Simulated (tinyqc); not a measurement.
Deformation potential from the mobility gain.

Question. Tension X along [100] raises the x valleys by D = Xu (s11 - s12) X against the y and z valleys. Their share is f = w/(w + 2), w = exp(-D/Vt), and for current along [100] mu/mu0 = [f/ml + (1 - f)/mt]/[(1/ml + 2/mt)/3]. Find f, D and Xu.

Inputs (values chosen for the exercise); values close to those of silicon:

| symbol | value | unit | meaning |
|---|---|---|---|
| T | 300 | K | temperature |
| s11 | 7.82 | 1/TPa | compliance |
| s12 | -2.12 | 1/TPa | compliance |
| ml | 0.924 | m0 | longitudinal mass |
| mt | 0.196 | m0 | transverse mass |

Constants: q = 1.602176634e-19 C, kB = 1.380649e-23 J/K, Vt = kB T/q. Results are converted to the units shown.

mu/mu0 = 1.35488726
X = 1800 MPa

Answer. The gain is linear in f; w = 2 f/(1 - f).

f = 0.00120
D = 156 meV
Xu = 8.72 eV

tinyqc, about 0.01 s, one thread, Intel Xeon 2.30GHz (shared host): `OMP_NUM_THREADS=1 python tinyqc.py 2530163 2530164 out.jsonl`
